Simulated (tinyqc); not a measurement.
Two-diode model of a solar cell: one step of the calculation.

J is the current delivered and Vj = V + J Rs the junction voltage. J = X JL - J01 (exp(Vj/(n1 Vt)) - 1) - J02 (exp(Vj/(2 Vt)) - 1) - Vj/Rp. The photocurrent does not depend on voltage.

Problem. New Vj. Maximum power: dP/dVj = f = J (1 + 2 Rs G) - G Vj = 0. G = -dJ/dVj = J01 exp(Vj/(n1 Vt))/(n1 Vt) + J02 exp(Vj/(2 Vt))/(2 Vt) + 1/Rp. H = dG/dVj; f' = -2 G - 2 Rs G^2 + (2 Rs J - Vj) H; Vj(new) = Vj - f/f'.

Inputs (values chosen for the exercise); values of the order met in cells of CIGS:
```
symbol    value      unit                                              meaning
T           300         K                                          temperature
JL         37.3   mA/cm^2                              photocurrent at one sun
X             1      suns                                        concentration
J01     8.5e-15    A/cm^2                saturation current of the first diode
n1            1                             ideality factor of the first diode
Rs            0  ohm cm^2                                    series resistance
Rp        70000  ohm cm^2                                     shunt resistance
J02      1.6e-8    A/cm^2  saturation current of the second diode (ideality 2)
```

Constants: q = 1.602176634e-19 C, kB = 1.380649e-23 J/K, Vt = kB T/q. Results are converted to the units shown.

Vj after iteration 1 = 0.63511108 V

Wanted: J; G; H; f; f'; Vj after iteration 2.

Solution.

J = 33.436 mA/cm^2
G = 0.082251 S/cm^2
H = 1.8876 S/(cm^2 V)
f = -18.803 mA/cm^2
f' = -1.3633 S/cm^2
Vj after iteration 2 = 0.62132 V

Program tinyqc, `OMP_NUM_THREADS=1 python tinyqc.py 2280015 2280016 out.jsonl`; Intel Xeon 2.30GHz, shared host, one thread, about 0.01 s.
